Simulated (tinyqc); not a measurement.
## Length offset and series resistance from crossing lines

Inverse problem. R_total = Rs + k (L - dL)/Vo with constant Rs, dL and k. Find k, dL and Rs.

R_total at (L, Vo) = (50, 0.37), (100, 0.37), (50, 0.95) and (100, 0.95), L in nm and Vo in V (ohm um): [538, 1038, 307.22105, 501.95789]

Solution. At each overdrive R is a straight line in L with slope k/Vo; the two lines cross at L = dL, R = Rs.

k = 3.70 ohm um V/nm
dL = 12.2 nm
Rs = 160 ohm um

Program tinyqc, `OMP_NUM_THREADS=1 python tinyqc.py 2282136 2282137 out.jsonl`; Intel Xeon 2.30GHz, shared host, one thread, about 0.05 s.
